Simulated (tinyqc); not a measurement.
# AlGaN/GaN HEMT with access regions, lumped model: what changes with what

A polarisation-induced electron sheet under a Schottky gate, in series with two ungated access regions and contacts. Drift law v = mu E/(1 + mu E/vs) under the gate. Currents in mA/mm, resistances in ohm mm. No self-heating, no channel-length modulation; fits for polarisation, barrier and offset are chosen for the exercise.

Inputs (values chosen for the exercise); values close to those of AlGaN/GaN structures:
- x = 0.16 (aluminium share of the barrier)
- d = 12 nm (barrier thickness)
- eps_r = 9.5 (relative permittivity of barrier and channel)
- mu = 1700 cm^2/(V s) (channel mobility)
- vs = 1.6e7 cm/s (saturation velocity)
- Lg = 1.5 um (gate length)
- Ls = 1.5 um (source access length)
- Ld = 12 um (drain access length)
- Rc = 0.45 ohm mm (resistance of each contact)
- ft = 0.2 (share of the drain-access electrons removed by traps)
- Vg = 0.5 V (gate voltage)
- Ec = 2.8 MV/cm (critical field)
- te = 0.22 um (depth over which the depleted charge spreads)
- ei = 3.9 (relative permittivity of that insulator)

Constants: q = 1.602176634e-19 C, eps0 = 8.8541878128e-14 F/cm where lengths are in cm. Results are converted to the units shown.

Each table varies one quantity; the others keep the values above.

## Effect of the aluminium share of the barrier

sigma = (5e13 x + 1.6e13 x^2) cm^-2, phiB = 0.84 + 1.3 x, dEc = 0.7 (1.71 x + x^2) in volts, Cb = eps0 eps_r/d, VT = phiB - dEc - q sigma/Cb, access density n0 = -Cb VT/q. Access resistance R(L, n) = L/(q mu n sqrt(1 - (I/(q n vs))^2)); Rs = Rc + R(Ls, n0), Rd = Rc + R(Ld, (1 - ft) n0). Vg' = Vg - I Rs, Vd' = Vd - I (Rs + Rd); with u = Vg' - VT, Vc = vs Lg/mu and w the smaller of Vd' and Vc [sqrt(1 + 2 u/Vc) - 1] (0 if negative), the channel gives (mu Cb/Lg)(u w - w^2/2)/(1 + w/Vc). I equals that channel current. Isat is I at Vd = 10 V, gm = dIsat/dVg, Ron the limit of Vd/I at small Vd.

Result of one run:
```
x	VT (V)	n0 (cm^-2)	Ron (ohm mm)	Isat (mA/mm)	gm (mS/mm)
0.12	-0.5818	2.545e12	25.86	138.3	172.6
```

What becomes of these results when the aluminium share of the barrier x is changed from 0.12 to 0.32, all else the same?

Result of the changed run:
```
x	VT (V)	n0 (cm^-2)	Ron (ohm mm)	Isat (mA/mm)	gm (mS/mm)
0.32	-3.230	1.413e13	5.524	1155	394.1
```

The whole series:
```
x	VT (V)	n0 (cm^-2)	Ron (ohm mm)	Isat (mA/mm)	gm (mS/mm)
0.12	-0.5818	2.545e12	25.86	138.3	172.6
0.17	-1.211	5.299e12	13.07	330.9	259.1
0.22	-1.862	8.148e12	8.867	569.8	317.3
0.27	-2.536	1.109e13	6.776	846.4	360.4
0.32	-3.230	1.413e13	5.524	1155	394.1
0.37	-3.947	1.727e13	4.691	1493	421.4
0.42	-4.685	2.050e13	4.098	1856	444.0
```

As x goes from 0.12 to 0.42, Ron falls from 25.9 to 4.10 ohm mm, Isat rises from 138 to 1860 mA/mm and gm rises from 173 to 444 mS/mm. VT falls from -0.582 to -4.69 V. For x = 0.22 to 0.42 the power passes 5 W/mm, where self-heating, left out here, lowers the current.

## Effect of the share of the drain-access electrons removed by traps

Same model as above.

The same in every row: VT (V) = -1.084; n0 (cm^-2) = 4.741e12.

Result of one run:
```
ft	Ron (ohm mm)	Isat (mA/mm)	gm (mS/mm)
0.1	13.18	288.3	244.7
```

What becomes of these results when the share of the drain-access electrons removed by traps ft is changed from 0.1 to 0.4, all else the same?

Result of the changed run:
```
ft	Ron (ohm mm)	Isat (mA/mm)	gm (mS/mm)
0.4	18.35	288.3	244.7
```

The whole series:
```
ft	Ron (ohm mm)	Isat (mA/mm)	gm (mS/mm)
0	12.15	288.3	244.7
0.1	13.18	288.3	244.7
0.2	14.47	288.3	244.7
0.3	16.13	288.3	244.7
0.4	18.35	288.3	244.7
0.5	21.44	288.3	244.7
0.6	26.09	288.3	244.7
0.7	33.83	229.8	7.447
```

As ft goes from 0 to 0.7, Ron rises from 12.1 to 33.8 ohm mm, Isat falls from 288 to 230 mA/mm and gm falls from 245 to 7.45 mS/mm. The ceiling Cb vs is 1120 mS/mm. At ft = 0.7 the gated channel is not yet saturated at 10 V, because the access regions take the voltage, and gm drops.

## Field plate: effect of the insulator under the field plate

Off state: a depleted stretch that holds the voltage V has the peak field sqrt(k V), k = 2 q n0/(eps0 eps_r te), so one edge holds V1 = Ec^2/k. The sheet under the plate pinches off at Vf = q n0 (1/Cb + tf/(eps0 ei)); beyond it the gate edge is screened. BV = V1 if Vf >= V1, else Vf + V1, and at most Ec Ld.

The same in every row: V1 (V) = 95.50; Ec Ld (V) = 3360.

Field plate: effect of the insulator under the field plate:
```
tf (nm)	Vf (V)	BV (V)
43	10.54	106.0
64	15.16	110.7
95	21.98	117.5
140	31.88	127.4
210	47.28	142.8
310	69.27	164.8
460	102.3	95.50
690	152.9	95.50
```

Read the table: what changes, and by how much?

BV goes from 106 through a maximum of 165 (at tf = 310 nm among the rows listed) to 95.5 V. The plate helps (Vf < V1) in 6 of the 8 rows, and the access length caps BV in 0. The best thickness makes Vf just under V1, tf = 429 nm, where both edges reach Ec together and BV nears 2 V1.

Program tinyqc, `OMP_NUM_THREADS=1 python tinyqc.py 2570063 2570064 out.jsonl`; Intel Xeon 2.30GHz, shared host, one thread, about 0.01 s.
